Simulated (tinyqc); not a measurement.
Inside a calculation: pi bands of a honeycomb layer in tight binding. Values are carried at full precision from step to step, so a last printed digit may differ when a step is redone from the rounded ones.

Lattice vectors a (1,0) and a (1/2, sqrt3/2); f = exp(i ky a/sqrt3) + 2 cos(kx a/2) exp(-i ky a/(2 sqrt3)), w = |f|. H = [[D - t2 F, -t f], [., -D - t2 F]] with F = w^2 - 3, S = [[1, s0 f], [., 1]]; the levels solve det(H - E S) = 0. K = (4 pi/3a, 0), M = (pi/a, pi/(sqrt3 a)); w = 3, 1, 0 at Gamma, M, K.

Constants: hbar = 6.58211957e-16 eV s.

Inputs chosen for the exercise (of the size used for graphene; the results hold for these values, not for the real material):
```
symbol  value         unit        meaning
a       2.46          angstrom    lattice constant
t       2.96          eV          nearest hopping
t2      0             eV          second-neighbour hopping
s0      0                         overlap of neighbours
D       0             eV          +D on A, -D on B
k       (0.71, 0.66)  1/angstrom  wave vector
```

## H and S at one k

Form f, w, F and the two matrices.

f = 1.73797+0.22573i
w = 1.75256
F = 0.07148

H (eV):
```
,A,B
A,0,-5.1444-0.6682i
B,-5.1444+0.6682i,0
```

S:
```
,A,B
A,1.00000,0
B,0,1.00000
```

## The secular equation

det(H - E S) = 0 reads (e - E)^2 - D^2 - (t + s0 E)^2 w^2 = 0 with e = -t2 (w^2 - 3), that is c2 E^2 + 2 c1 E + c0 = 0 with c2 = 1 - s0^2 w^2, c1 = -(e + t s0 w^2), c0 = e^2 - D^2 - t^2 w^2.

c2, c1, c0: 1.0000  0.0000  -26.9111

levels (eV): -5.1876  5.1876

## Levels at Gamma, M and K

Solve the quadratic (e - E)^2 - D^2 - (t + s0 E)^2 w^2 = 0 with e = -t2 (w^2 - 3), for w = 3, 1, 0.

Levels (eV):
```
point,w,lower,upper,difference
Gamma,3,-8.8800,8.8800,17.7600
M,1,-2.9600,2.9600,5.9200
K,0,0.0000,0.0000,0.0000
```

Measured from the middle of the levels at K (0.000 eV), the upper band reaches 8.880 eV and the lower -8.880 eV at Gamma: mirror images, as neither overlap nor t2 is present. The saddle points at M give the absorption peak at 5.920 eV in this one-electron picture.

## Near K

w = (sqrt3/2) a q to first order in the distance q from K. Effective hopping t* = t + 3 t2 s0, hbar v = (sqrt3/2) a t*, v in m/s = hbar v x 1e-10/hbar.

hbar v = 6.3061 eV angstrom
v = 9.581e+05 m/s

## Checks

- Roots of the quadratic against the generalised eigenproblem: they agree to 1e-10 or better.

(tinyqc, `OMP_NUM_THREADS=1 python tinyqc.py 1452354 1452355 out.jsonl`, Intel(R) Xeon(R) Processor @ 2.30GHz, 1 thread, shared host, about 0.01 s.)
